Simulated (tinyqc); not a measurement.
# p-n diode, drift-diffusion by the Gummel loop with Scharfetter-Gummel fluxes: what changes with what

Abrupt junction at x = 0, p side from -Lp, n side to Ln, ohmic contacts. psi is counted from the intrinsic level; n = ni exp((psi - phin)/Vt), p = ni exp((phip - psi)/Vt). Contacts: p side psi = V - Vt ln(Na/ni), p = Na, n = ni^2/Na; n side psi = Vt ln(Nd/ni), n = Nd, p = ni^2/Nd. Constant mobilities, D = mu Vt, Boltzmann statistics, SRH recombination through a mid-gap level, U = (n p - ni^2)/(tp (n + ni) + tn (p + ni)). Current is positive from the p contact to the n contact.

Inputs (values chosen for the exercise); band and dielectric values close to those of indium phosphide:
```
symbol,value,unit,meaning
T,300,K,temperature
Eg,1.36,eV,band gap
eps_r,12.7,,relative permittivity
Nc,5.81e17,cm^-3,conduction-band density of states at T
Nv,1.08e19,cm^-3,valence-band density of states at T
Na,5.5e17,cm^-3,acceptor density of the p side
Nd,1.4e16,cm^-3,donor density of the n side
mun,2300,cm^2/(V s),electron mobility
mup,130,cm^2/(V s),hole mobility
tn,8e-8,s,SRH lifetime of electrons
tp,5e-10,s,SRH lifetime of holes
Lp,0.55,um,length of the p side
Ln,1,um,length of the n side
G,0,cm^-3 s^-1,uniform generation rate
```

Constants: q = 1.602176634e-19 C, kB = 1.380649e-23 J/K, Vt = kB T/q, eps0 = 8.8541878128e-14 F/cm where lengths are in cm. Results are converted to the units shown.

Each table varies one quantity; the others keep the values above.

## Current against voltage in the dark

ni = sqrt(Nc Nv) exp(-Eg/(2 Vt)), Eg in volts. Poisson and both continuity equations are solved self-consistently with Scharfetter-Gummel fluxes on a graded mesh of 500 nodes. J_scr is q times the integral of U between -xp and xn. Ideal diffusion current J_id = q ni^2 [Dn coth(wp/Le)/(Le Na) + Dp coth(wn/Lh)/(Lh Nd)] (exp(V/Vt) - 1), Le = sqrt(Dn tn), Lh = sqrt(Dp tp), wp = Lp - xp, wn = Ln - xn, with xp and xn from the depletion approximation (W = sqrt(2 eps0 eps_r (Vbi - V)(1/Na + 1/Nd)/q), xp = W Nd/(Na + Nd), xn = W Na/(Na + Nd), Vbi = Vt ln(Na Nd/ni^2)). Ideality factor = 0.004 V/(Vt ln[J(V + 0.004 V)/J(V)]). Here G = 0.

In this table G = 0 cm^-3 s^-1.

Result of one run:

| V (V) | J (A/cm^2) | ideality factor | J_scr/J (%) | J_id (A/cm^2) | share recombining at the contacts (%) | larger minority/doping at -xp and xn |
|---|---|---|---|---|---|---|
| 0.55 | 1.57e-5 | 1.83 | 98.7 | 2.02e-7 | 0.604 | 1.14e-9 |

What becomes of these results when the bias of the p contact V is changed from 0.55 to 0.45 V, all else the same?

Result of the changed run:

| V (V) | J (A/cm^2) | ideality factor | J_scr/J (%) | J_id (A/cm^2) | share recombining at the contacts (%) | larger minority/doping at -xp and xn |
|---|---|---|---|---|---|---|
| 0.45 | 1.96e-6 | 1.88 | 99.8 | 4.25e-9 | 0.103 | 2.40e-11 |

The whole series:

| V (V) | J (A/cm^2) | ideality factor | J_scr/J (%) | J_id (A/cm^2) | share recombining at the contacts (%) | larger minority/doping at -xp and xn |
|---|---|---|---|---|---|---|
| 0.24 | 2.67e-8 | 1.86 | 100 | 1.27e-12 | 0.00236 | 7.26e-15 |
| 0.34 | 2.08e-7 | 1.90 | 100 | 6.05e-11 | 0.0142 | 3.45e-13 |
| 0.45 | 1.96e-6 | 1.88 | 99.8 | 4.25e-9 | 0.103 | 2.40e-11 |
| 0.55 | 1.57e-5 | 1.83 | 98.7 | 2.02e-7 | 0.604 | 1.14e-9 |
| 0.65 | 1.38e-4 | 1.70 | 93.1 | 9.65e-6 | 3.19 | 5.35e-8 |
| 0.76 | 0.00213 | 1.39 | 68.9 | 6.77e-4 | 14.1 | 3.67e-6 |
| 0.86 | 0.0459 | 1.16 | 31.8 | 0.0323 | 30.5 | 1.69e-4 |
| 0.96 | 1.36 | 1.17 | 6.02 | 1.54 | 50.9 | 0.00756 |
| 1.07 | 56.7 | 1.12 | 0.345 | 108 | 95.0 | 0.332 |

J rises from 2.67e-8 to 56.7 A/cm^2; the ideality factor moves up and down between 1.12 and 1.90. Recombination in the depleted layer carries over half of the current up to V = 0.76 V, where the factor is 1.39; it grows roughly as exp(V/2 Vt), so diffusion overtakes it. Where the factor is lowest (V = 1.07 V), J is 47 % below the ideal diffusion current. From V = 1.07 V on the minority density at an edge of the layer exceeds a tenth of the doping, and in the last row J is 47 % below the ideal value.

## Effect of the donor density of the n side at fixed bias

Same model as above.

In this table V = 0.83 V.

Effect of the donor density of the n side at fixed bias:

| Nd (cm^-3) | J (A/cm^2) | ideality factor | J_scr/J (%) | J_id (A/cm^2) | share recombining at the contacts (%) | larger minority/doping at -xp and xn |
|---|---|---|---|---|---|---|
| 1.4e16 | 0.0172 | 1.21 | 42.8 | 0.0101 | 25.7 | 5.36e-5 |
| 2.2e16 | 0.0126 | 1.20 | 42.7 | 0.00732 | 28.8 | 2.26e-5 |
| 3.6e16 | 0.00925 | 1.20 | 41.5 | 0.00544 | 34.1 | 8.72e-6 |
| 5.7e16 | 0.00716 | 1.19 | 39.2 | 0.00436 | 40.5 | 3.56e-6 |
| 9.1e16 | 0.00573 | 1.17 | 35.8 | 0.00368 | 48.1 | 1.42e-6 |
| 1.5e17 | 0.00471 | 1.15 | 31.4 | 0.00324 | 56.6 | 5.32e-7 |

As Nd rises from 1.4e16 to 1.5e17, J falls from 0.0172 to 0.00471 A/cm^2, the share of the depleted layer falls from 42.8 to 31.4 % and the share lost at the contacts rises from 25.7 to 56.6 %. The exponent d ln J/d ln Nd is -0.69 between the first two rows and -0.39 between the last two. J less J_scr is 0.10 % below J_id in the last row.

tinyqc, about 0.1 s, one thread, Intel Xeon 2.30GHz (shared host): `OMP_NUM_THREADS=1 python tinyqc.py 2240011 2240012 out.jsonl`
